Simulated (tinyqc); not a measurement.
Gain against bias and Miller's formula: avalanche multiplication and breakdown of a junction from ionisation integrals. Computed by tinyqc, a small Python program. Command: `OMP_NUM_THREADS=1 python tinyqc.py 3001405 3001406 out.jsonl impact walk`. One thread of a shared host (Intel(R) Xeon(R) Processor @ 2.30GHz), about 0.01 s of CPU time with the checks.

Ionisation coefficients follow the local field. Position x runs through the depletion layer from the p side (x = 0), where electrons enter, to the n side (x = w), where holes enter. The built-in voltage is neglected.

Inputs (values chosen for the exercise, modelled on germanium): electron prefactor a_n = 1.49e+07 1/cm; electron field b_n = 1.6e+06 V/cm; hole prefactor a_p = 9.78e+06 1/cm; hole field b_p = 1.25e+06 V/cm; exponent c = 1; permittivity eps = 16; doping N of the lightly doped side = 7.9e+15 1/cm^3.

Junction: one-sided abrupt p+n.

Constants: e = 1.602176634e-19 C; eps_0 = 8.8541878128e-12 F/m.

Method:
- alpha_n = a_n exp(-(b_n/F)^c), alpha_p = a_p exp(-(b_p/F)^c).
- Field F = F_m (1 - s), w = eps eps_0 F_m/(e N), V = F_m w/2, with s = x/w (the peak lies at the p+ side).
- With Phi(x) = int_0^x (alpha_n - alpha_p) dx': 1 - 1/M_n = I_n = int_0^w alpha_n exp(-Phi) dx and M_p = M_n exp(-Phi(w)); trapezoid rule on 401 even points; breakdown at I_n = 1.
- Solve I_n(F_m) = 1.
- Miller's exponent n is defined by 1 - 1/M = (V/V_B)^n for the larger M.

breakdown voltage = 31.2731 V

critical field F_m = 0.236393 MV/cm

Gain:
```
V/V_B   V (V)  F_m (MV/cm)     M_n     M_p  Miller exponent n
0.50   15.637      0.16716   1.018   1.119             3.2365
0.60   18.764      0.18311   1.053   1.294             2.9019
0.70   21.891      0.19778   1.138   1.660             2.5852
0.80   25.018      0.21144   1.348   2.504             2.2843
0.90   28.146      0.22426   2.067   5.261             2.0011
0.95   29.709      0.23041   3.573  10.948             1.8674
0.98   30.648      0.23402   8.148  28.157             1.7899
0.99   30.960      0.23521  15.792  56.888             1.7646
```

The larger gain passes 2 between 0.700 and 0.800 of V_B and reaches 56.9 at 0.99. Miller's exponent runs from 1.8 to 3.2, so it is not a constant: a fit holds over a narrow range only. From the first row to the last the voltage grows by a factor 1.98 and the peak field by 1.41.

Extremes, crossings and ranges named in words are read from the listed rows.
